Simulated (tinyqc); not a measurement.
Starting guesses with DIIS over 6 matrices: SCF starting guesses in the 6-31g basis, for H4+, spin multiplicity 2. Computed by the program tinyqc with PySCF. UHF with one setting changed at a time; a run stops when the energy changes by less than 1e-09 hartree and the error matrix is below 1e-5. Starts: the lowest orbitals of the core Hamiltonian, of the Wolfsberg-Helmholz matrix (K = 1.75), projected atomic densities, random orbitals, and the highest orbitals of the core Hamiltonian (a deliberately bad start).

Geometry (angstrom):
```
atom       x       y       z
H     0.0000  0.0000  0.0000
H     0.0000  0.0000  1.4540
H     0.0000  2.3850  0.0000
H     0.0000  2.3850  1.4540
```

lowest solution found by these runs and by PySCF with stability checks = -1.602755 hartree

Largest element of the error matrix X^T (FDS - SDF) X:
```
iteration     core  Wolfsberg-Helmholz  atomic densities   random  highest core orbitals
1          2.6e-02             2.7e-02           4.8e-02  3.0e-01                3.7e-02
2          4.3e-03             6.2e-03           2.8e-03  9.4e-02                2.2e-02
3          1.1e-04             6.3e-04           8.6e-04  5.8e-02                6.3e-03
4          1.7e-05             1.6e-05           3.2e-05  1.9e-02                3.2e-04
5          1.0e-06             3.4e-07           7.3e-07  5.5e-03                1.5e-06
6          3.0e-07             1.4e-07           1.9e-09  4.2e-03                3.9e-07
8                -                   -                 -  7.9e-04                      -
10               -                   -                 -  2.3e-04                      -
14               -                   -                 -  1.4e-05                      -
```

How each run ends:
```
run                    iterations  E (hartree)         state
core                            6    -1.602112        higher
Wolfsberg-Helmholz              6    -1.602112        higher
atomic densities                6    -1.602112        higher
random                         17    -1.602755  lowest found
highest core orbitals           6    -1.602112        higher
```

What does the comparison show, and why?

1 of 5 runs reach the lowest solution found, in 17 to 17 iterations (fastest: random). Ending on a higher stationary point: core, Wolfsberg-Helmholz, atomic densities, highest core orbitals; a small error matrix cannot reveal that, and an occupation fixed by the start is kept by symmetry or by the shape of the basin. The first errors are 3e-02, 3e-02, 5e-02, 3e-01, 4e-02.
